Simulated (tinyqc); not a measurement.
# Undoped symmetric double-gate MOSFET, analytic potential model: effects of single changes

An undoped body of thickness ts between two equal insulators and tied gates; long channel, electrons only, n = ni exp((psi - V)/Vt) with V the quasi-Fermi potential (0 at the source, Vd at the drain), constant mobility, no quantisation. Across the body psi(x) = V - 2 Vt ln[(ts/(2 beta)) sqrt(q ni/(2 eps0 eps_r Vt)) cos(2 beta x/ts)], x from the centre. Q is the electron charge per area of the whole body.

Parameters, values chosen for the exercise; material values close to those of silicon: temperature T = 300 K; band gap Eg = 1.11 eV; relative permittivity of the semiconductor eps_r = 11.5; conduction-band density of states at T Nc = 2.81e19 cm^-3; valence-band density of states at T Nv = 2.62e19 cm^-3; relative permittivity of the gate insulator eox = 21.8; insulator thickness tox = 12 nm; body thickness ts = 5 nm; gate work function less that of the intrinsic body dphi = 0.06 V; channel mobility mu = 620 cm^2/(V s); gate length L = 0.1 um; drain voltage Vd = 0.1 V.

Constants: q = 1.602176634e-19 C, kB = 1.380649e-23 J/K, Vt = kB T/q, eps0 = 8.8541878128e-14 F/cm where lengths are in cm. Results are converted to the units shown.

Each table varies one quantity; the others keep the values above.

## Output curve

ni = sqrt(Nc Nv) exp(-Eg/(2 Vt)), Eg in volts; r = eps_r tox/(eox ts); V0 = dphi + 2 Vt ln[(2/ts) sqrt(2 eps0 eps_r Vt/(q ni))]. beta (between 0 and pi/2) solves (Vg - V0 - V)/(2 Vt) = ln(beta) - ln(cos beta) + 2 r beta tan(beta). Q = 8 eps0 eps_r Vt beta tan(beta)/ts; I = mu (1/L)(4 eps0 eps_r/ts)(2 Vt)^2 [g(beta_s) - g(beta_d)] per width, g = beta tan(beta) - beta^2/2 + r beta^2 tan^2(beta), with beta_s at V = 0 and beta_d at V = Vd.

In this table Vg = 0.87 V.

Result of one run:
```
Vd (V)	Qd (nC/cm^2)	Qd/Qs	I (uA/um)
0.32	69.012	0.083802	823.96
```

What becomes of these results when the drain voltage Vd is changed from 0.32 to 0.27 V, all else the same?

Result of the changed run:
```
Vd (V)	Qd (nC/cm^2)	Qd/Qs	I (uA/um)
0.27	153.41	0.18629	790.20
```

The whole series:
```
Vd (V)	Qd (nC/cm^2)	Qd/Qs	I (uA/um)
0.06	660.49	0.80204	275.88
0.11	528.63	0.64192	460.09
0.16	401.74	0.48784	604.14
0.22	259.14	0.31468	726.66
0.27	153.41	0.18629	790.20
0.32	69.012	0.083802	823.96
0.38	14.231	0.017281	837.68
0.43	2.4157	0.0029334	839.79
0.48	0.35911	4.3608e-4	840.13
```

The current rises from 276 to 840 uA/um, while the charge at the drain end falls from 0.80 to 4.4e-4 of that at the source. The current first comes within 1 % of its last value at Vd = 0.38 V among the rows. Over the last rows Qd falls by a factor of e for each Vt of drain voltage: the drain end is in weak inversion. In every row the surface density at the source passes 0.3 Nc, where Boltzmann statistics fail. In every row mu V/L, with V the smaller of Vd and Vg - V0, passes 3e6 cm/s, so velocity saturation would lower the current. In every row the body is thin enough for quantum confinement, left out here, to raise the threshold.

## Effect of the body thickness

Q = 8 eps0 eps_r Vt beta tan(beta)/ts; I = mu (1/L)(4 eps0 eps_r/ts)(2 Vt)^2 [g(beta_s) - g(beta_d)] per width, g = beta tan(beta) - beta^2/2 + r beta^2 tan^2(beta), with beta_s at V = 0 and beta_d at V = Vd.  I(low) is taken at Vg = 0.32 V, Qs and I(high) at Vg = 1.07 V.

Result of one run:
```
ts (nm)	V0 (V)	I(low) (nA/um)	Qs(high) (nC/cm^2)	I(high) (uA/um)
12	0.5273	9.060	1398	778.1
```

What becomes of these results when the body thickness ts is changed from 12 to 8.9 nm, all else the same?

Result of the changed run:
```
ts (nm)	V0 (V)	I(low) (nA/um)	Qs(high) (nC/cm^2)	I(high) (uA/um)
8.9	0.5428	6.720	1397	777.0
```

The whole series:
```
ts (nm)	V0 (V)	I(low) (nA/um)	Qs(high) (nC/cm^2)	I(high) (uA/um)
1.7	0.6284	1.284	1363	754.1
2.3	0.6127	1.737	1374	761.2
3.3	0.5941	2.492	1383	767.7
4.6	0.5769	3.474	1390	772.1
6.4	0.5598	4.833	1394	775.1
8.9	0.5428	6.720	1397	777.0
12	0.5273	9.060	1398	778.1
```

As ts goes from 1.7 to 12 nm, I(low) rises from 1.28 to 9.06 nA/um and I(high) rises from 754 to 778 uA/um. On average I(low) goes as ts^(1.00) and I(high) goes as ts^(0.02). Below threshold the charge is proportional to the cross-section of the body; above it the insulator sets the charge. In every row the surface density at the source at the higher gate voltage passes 0.3 Nc, where Boltzmann statistics fail. In every row mu V/L at the higher gate voltage, with V the smaller of Vd and Vg - V0, passes 3e6 cm/s, so velocity saturation would lower the current. For ts = 1.7 to 6.4 nm the body is thin enough for quantum confinement, left out here, to raise the threshold.

Computed by the program tinyqc: `OMP_NUM_THREADS=1 python tinyqc.py 2440131 2440132 out.jsonl`, one thread of a shared Intel Xeon 2.30GHz, about 0.02 s for the whole run.
